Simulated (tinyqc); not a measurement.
Bandgap voltage reference from two bipolar transistors: one step of the calculation.

Two transistors of area 1 and N carry the same current I. Is(T) = Is (T/T0)^eta exp[(Vg0 q/kB)(1/T0 - 1/T)], VBE1 = Vt ln(I/Is(T)) + I rb, VBE2 = Vt ln(I/(N Is(T))) + I rb/N. The amplifier forces I R1(T) = VBE1 - VBE2 + Vos, with R(T) = R (1 + tc (T - T0)) for both resistors, and the output is Vref = VBE1 + I R2(T). Base currents and the Early effect are neglected.

Task. Operating point at the reference temperature. Vt = kB T/q; I = (Vt ln N + Vos)/(R1(T) - rb (1 - 1/N)). Evaluate at T = T0.

Inputs (values chosen for the exercise); values of the order met in silicon bipolar transistors: reference temperature T0 = 298 K; band-gap voltage extrapolated to 0 K Vg0 = 1.156 V; temperature exponent of the saturation current eta = 4.3; saturation current of the unit transistor at T0 Is = 6.2e-16 A; area ratio of the second transistor N = 4; resistor across which the difference of VBE falls, at T0 R1 = 8.3 kohm; temperature coefficient of both resistors tc = 0 ppm/K; offset of the amplifier Vos = 0 mV; series resistance of the unit transistor rb = 140 ohm; output resistor at T0 R2 = 149.2 kohm.

Constants: q = 1.602176634e-19 C, kB = 1.380649e-23 J/K. Results are converted to the units shown.

Wanted: Vt; I; Is(T); VBE1; I R2; Vref.

Result.

Vt = 0.025680 V
I = 4.3441 uA
Is(T) = 6.2000e-16 A
VBE1 = 0.58277 V
I R2 = 0.64813 V
Vref = 1.2309 V

tinyqc, about 0.02 s, one thread, Intel Xeon 2.30GHz (shared host): `OMP_NUM_THREADS=1 python tinyqc.py 2062130 2062131 out.jsonl`
